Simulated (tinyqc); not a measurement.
Narrowing against degeneracy: heavy doping: gap narrowing, degeneracy and the minority density.

F_j(eta) = (1/Gamma(j + 1)) integral_0^infinity x^j dx/(1 + exp(x - eta)), which tends to exp(eta) for eta << 0.

Empirical narrowing (Slotboom form, constants chosen for the exercise; published fits of this form give the apparent narrowing, here it is taken as the true one): dEg = E0 [ln(N/N0) + sqrt(ln(N/N0)^2 + C)].

Majority: N = Nv F_1/2(eta), eta the distance of EF beyond the majority band edge in kT. Degeneracy factor gam = F_1/2(eta)/exp(eta). ni0^2 = Nc Nv exp(-Eg/kT); product n p = ni0^2 gam exp(dEg/kT), dEg the true narrowing; apparent narrowing dEa = dEg + kT ln gam; minority density = n p/N.

Constants: kB = 8.617333262e-05 eV/K.

Inputs chosen for the exercise (gap and densities of states near those of GaAs at this temperature; narrowing constants of the size fitted for Si, not for this material; shifted at random, so the results belong to these values and not to a real crystal):

| symbol | value | unit | meaning |
|---|---|---|---|
| Eg | 1.407 | eV | gap |
| Nc | 5.66e+17 | 1/cm^3 | conduction-band density of states |
| Nv | 1.15e+19 | 1/cm^3 | valence-band density of states |
| T | 350 | K |  |
| E0 | 9.18 | meV | narrowing scale |
| N0 | 8.8e+16 | 1/cm^3 | onset density |
| C | 0.5 |  | smoothing constant |

N takes the values listed; the last column is N over the factor gam exp(dEg/kT), the doping that a simple model would need to give the same minority density.

Results:

| N (1/cm^3) | eta | gam | dEg (meV) | dEa (meV) | minority (1/cm^3) | effective doping (1/cm^3) |
|---|---|---|---|---|---|---|
| 3.0e+16 | -5.95 | 0.999 | 1.9 | 1.9 | 1.27 | 2.82e+16 |
| 1.0e+17 | -4.74 | 0.997 | 7.8 | 7.7 | 0.461 | 7.75e+16 |
| 3.0e+17 | -3.64 | 0.991 | 24.3 | 24.0 | 0.264 | 1.35e+17 |
| 1.0e+18 | -2.41 | 0.970 | 45.5 | 44.6 | 0.157 | 2.28e+17 |
| 3.0e+18 | -1.25 | 0.912 | 65.4 | 62.7 | 0.0952 | 3.76e+17 |
| 1.0e+19 | 0.16 | 0.738 | 87.4 | 78.2 | 0.0479 | 7.48e+17 |
| 3.0e+19 | 1.85 | 0.410 | 107.5 | 80.6 | 0.0173 | 2.07e+18 |
| 9.0e+19 | 4.58 | 0.0804 | 127.6 | 51.5 | 0.00219 | 1.63e+19 |
| 2.0e+20 | 8.01 | 0.00577 | 142.2 | -13.3 | 0.000115 | 3.11e+20 |

What can be read from this table?

dEg grows steadily to 142.2 meV, while the apparent value peaks at 80.6 meV for N = 3e+19 and falls to -13.3 meV as the Fermi level enters the band. N grows by a factor 33 from the third to the sixth row and the effective doping by 5.5: net of degeneracy, narrowing takes away 83 % of the factor gained by heavier doping.

tinyqc: `OMP_NUM_THREADS=1 python tinyqc.py 1682054 1682055 out.jsonl`; about 0.01 s, one thread, shared Intel(R) Xeon(R) Processor @ 2.30GHz.
